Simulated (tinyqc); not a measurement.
Vacuum evaporation: vapour pressure, source flux, thickness distribution, purity and step coverage. Changing the background pressure p. Computed by tinyqc, a small Python program. Command: `OMP_NUM_THREADS=1 python tinyqc.py 3114120 3114121 out.jsonl evap sweep`. One thread of a shared host (Intel(R) Xeon(R) Processor @ 2.30GHz), about 0.01 s of CPU time with the checks.

Molecular flow, unit sticking of the metal, no re-evaporation. The background gas is taken as water vapour (18.015 g/mol, collision diameter 0.37 nm) at 300 K.

Inputs (values chosen for the exercise, modelled on aluminium, with constants for the liquid):
```
quantity                    value    unit
molar mass M                26.98   g/mol
film density rho              2.7  g/cm^3
vapour-pressure constant A  10.89       -
vapour-pressure constant B  16240       K
source temperature T         1560       K
source area                  0.65    cm^2
directionality n                4       -
source-to-wafer distance h     41      cm
wafer radius R                2.5      cm
sticking of background gas    0.4       -
```

Constants: u = 1.6605390666e-27 kg; k_B = 1.380649e-23 J/K; R = 8.314462618 J/(mol K).

Method:
- log10(p_v/Pa) = A - B/T; flux from the surface Phi = p_v/sqrt(2 pi m k_B T), m = M u.
- Mass loss = Phi x area x m; heat of evaporation = ln(10) R B; d ln Phi/dT = ln(10) B/T^2 - 1/(2 T).
- A small source emits (n + 1) Phi area cos^n(phi)/(2 pi) per solid angle; on a parallel plane at height h and lateral distance l the arrival rate is (n + 1) Phi area/(2 pi h^2) x (1 + (l/h)^2)^(-(n + 3)/2). Growth rate = arrival rate x m/rho, m = M u. The wafer is fixed and centred above the source.
- Mean free path lambda = k_B T_g/(sqrt2 pi d^2 p); unscattered share exp(-h/lambda); gas arrival p/sqrt(2 pi m_g k_B T_g); impurity ratio = sticking x gas arrival/metal arrival; monolayer time = 1e15 cm^-2/(sticking x gas arrival).

One run for each value:
```
background pressure p (Pa)  impurity ratio  unscattered share  monolayer time (s)  mean free path (m)
1.00e-08                         1.202e-05          1.000e+00           6.975e+04           6.810e+05
1.00e-07                         1.202e-04          1.000e+00           6.975e+03           6.810e+04
1.00e-06                         1.202e-03          9.999e-01           6.975e+02           6.810e+03
1.00e-05                         1.202e-02          9.994e-01           6.975e+01           6.810e+02
1.00e-04                         1.202e-01          9.940e-01           6.975e+00           6.810e+01
1.00e-03                         1.202e+00          9.416e-01           6.975e-01           6.810e+00
1.00e-02                         1.202e+01          5.477e-01           6.975e-02           6.810e-01
1.00e-01                         1.202e+02          2.428e-03           6.975e-03           6.810e-02
```

Describe the trends.

Over the rows, impurity ratio rises from 1.20e-5 to 120 (exponent d ln y / d ln x about 1.0 throughout); unscattered share falls from 1.000 to 0.00243; monolayer time (s) falls from 69800 to 0.00698 (exponent d ln y / d ln x about -1.0 throughout).

Caution (rows 0.00100, 0.0100, 0.100): more gas than metal sticks, so a compound rather than a metal film would grow.
